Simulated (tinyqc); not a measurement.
Microkinetic model of low-temperature epitaxy from hydride gases: adsorption, hydrogen desorption and rate control: one step, computed by the program tinyqc.

Each hydride molecule needs two free sites and leaves four hydrogen atoms, of which two leave at once as H2; theta is the hydrogen coverage, the site density is 6.78 per nm^2 and one layer is 1.358 angstrom thick.

Question. Rate constants. Flux per site F = p/(sqrt(2 pi M k_B T) x 6.78e18 per m^2), M = 32.12 u (silane), 76.63 u (germane), 2.016 u (hydrogen); s = s0 exp(-E_s/(k_B T)); k_S = s F_S, k_G = r_G s F_G; germanium fraction x = k_G/(k_S + k_G); k = k_S + k_G; k_H = s_H F_H; k_d = nu_d exp(-(E_d - dE x)/(k_B T)). Temperatures in kelvin are T(C) + 273.15.

Inputs (values chosen for the exercise, close to those used for silane and germane, with second-order desorption as on Si(111) but the site density of Si(001)):
```
quantity                                           value  unit
silane pressure p_S                                 0.48    Pa
sticking prefactor of silane s0                    0.023     -
adsorption barrier E_s                              0.32    eV
desorption prefactor nu_d                        4.3e+12   1/s
desorption energy on silicon E_d                    2.08    eV
hydrogen carrier pressure p_H                          0    Pa
sticking of hydrogen s_H                         2.1e-07     -
temperature T                                        670     C
germane pressure p_G                               0.025    Pa
sticking ratio of germane to silane r_G              5.1     -
lowering of E_d per unit germanium fraction, dE     0.57    eV
```

Film: silicon-germanium. Order of hydrogen desorption: second.

Constants: k_B = 8.617333262e-05 eV/K; u = 1.6605390666e-27 kg; k_B = 1.380649e-23 J/K.

Give: k; germanium fraction x; k_H; k_d.

Answer.

k = 0.5634 1/s

germanium fraction x = 0.1467

k_H = 0 1/s

k_d = 92.43 1/s
